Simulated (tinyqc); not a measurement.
What moves the results: thin-film optics by transfer matrices. A value that a table varies takes the place of the one given here.

Indices N = n + i k. Snell: N0 sin(theta) = N_j sin(theta_j), with Im(N_j cos theta_j) >= 0. Admittance y_j = N_j cos theta_j for s and N_j/cos theta_j for p. Phase delta_j = 2 pi N_j cos theta_j d_j/lambda. Layer matrix [[cos delta, -i sin delta/y], [-i y sin delta, cos delta]], multiplied from the top down to M. (B, C) = M (1, y_sub); r = (y0 B - C)/(y0 B + C), R = |r|^2, T = 4 Re y0 Re y_sub/|y0 B + C|^2, absorbed in the films 1 - R - T.

Ellipsometry: rho = tan(Psi) exp(i Delta) = -conj(r_p/r_s) with the r of the admittance formula, Delta in 0 to 360 degrees, so that a bare dielectric at small angles gives Delta = 180.

Inputs chosen for the exercise (indices near those of resist, ARC on Cu; shifted at random, so the results belong to these values and not to a real crystal):
- lam = 633 nm (vacuum wavelength)
- n0 = 1 (ambient index)
- n = (1.633, 1.681, 0.268) (n of resist, ARC, substrate)
- k = (0, 0.021, 3.564) (k in the same order)
- d = (128, 87.5) nm (thicknesses, top first)
- theta = 70 degrees (angle of incidence)
- pol = s (polarisation)

## Swing curve: thickness of the top film

The first entry of d takes the values listed.

Stack:
```
d_1 (nm)       R       T  absorbed
128.0     0.9460  0.0244    0.0295
167.5     0.9205  0.0360    0.0435
207.0     0.7686  0.1048    0.1266
246.5     0.5040  0.2246    0.2714
286.0     0.8745  0.0568    0.0687
325.5     0.9384  0.0279    0.0337
365.0     0.9460  0.0244    0.0295
404.5     0.9205  0.0360    0.0435
444.0     0.7684  0.1049    0.1267
483.5     0.5042  0.2245    0.2712
523.0     0.8746  0.0568    0.0686
562.5     0.9384  0.0279    0.0337
602.0     0.9460  0.0244    0.0295
```

What can be read from the table?

R swings between 0.5040 and 0.9460 on these points. The period is lambda/(2 Re(N_1 cos theta_1)) = 237.0 nm, six rows. The film does not absorb, so the swing repeats exactly. The swing ratio (max - min)/mean is 0.53.

## Angle of incidence

Both polarisations.

Stack:
```
theta (degrees)     R_s     R_p    Psi   Delta
0                0.8074  0.8074  45.00  180.00
15               0.8175  0.8110  44.88  176.59
30               0.8454  0.8166  44.50  167.49
45               0.8828  0.8119  43.80  155.88
55               0.9084  0.7943  43.08  148.31
60               0.9210  0.7778  42.58  144.56
65               0.9335  0.7537  41.94  140.44
70               0.9460  0.7188  41.08  135.14
75               0.9589  0.6688  39.87  126.80
80               0.9722  0.6037  38.24  110.73
85               0.9859  0.5777  37.43   74.10
```

How do the results move?

R_s and R_p agree at normal incidence (0.8074). R_p is lowest at 85 degrees of those listed (0.5777), where R_s = 0.9859: the two are within a factor 2 of each other, so the minimum selects polarisation poorly. R_s rises steadily with the angle.

## Thickness of the antireflection layer under the resist

Light arrives at normal incidence from inside the resist, taken as the ambient with its real index n; the second entry of d takes the values listed.

Reflectance back into the resist:
```
d_2 (nm)       R
0         0.8927
10        0.8882
20        0.8813
30        0.8718
40        0.8601
50        0.8467
60        0.8323
80        0.8047
100       0.7837
120       0.7723
```

What does this show?

Without the layer R = 0.8927; the lowest value listed is 0.7723 at 120 nm, against a quarter wave lambda/(4 n) = 94.1 nm. A very thick layer would leave only its top interface, R = 0.0002, but k is too small for that at these thicknesses.

## Sensitivity of the reflectance

R for both polarisations. Each row changes one parameter from the base and keeps the others.

Results:
```
case                          R_s     R_p     T_s
base                       0.9460  0.7188  0.0244
d = (133, 87.5) nm         0.9450  0.7286  0.0249
n = (1.666, 1.681, 0.268)  0.9483  0.7296  0.0234
k = (0, 0.021, 3.93)       0.9508  0.7356  0.0208
lam = 638 nm               0.9466  0.7166  0.0243
theta = 75 degrees         0.9589  0.6688  0.0185
```

What does this show?

The largest shifts from the base row, up to three for each result and ties (the steps differ in size, so this ranks the rows, not the parameters). R_s: theta +0.0129, k +0.0047, n +0.0023. R_p: theta -0.0500, k +0.0168, n +0.0108. T_s: theta -0.0060, k -0.0036, n -0.0010.

(tinyqc, `OMP_NUM_THREADS=1 python tinyqc.py 1681484 1681485 out.jsonl`, Intel(R) Xeon(R) Processor @ 2.30GHz, 1 thread, shared host, about 0.01 s.)
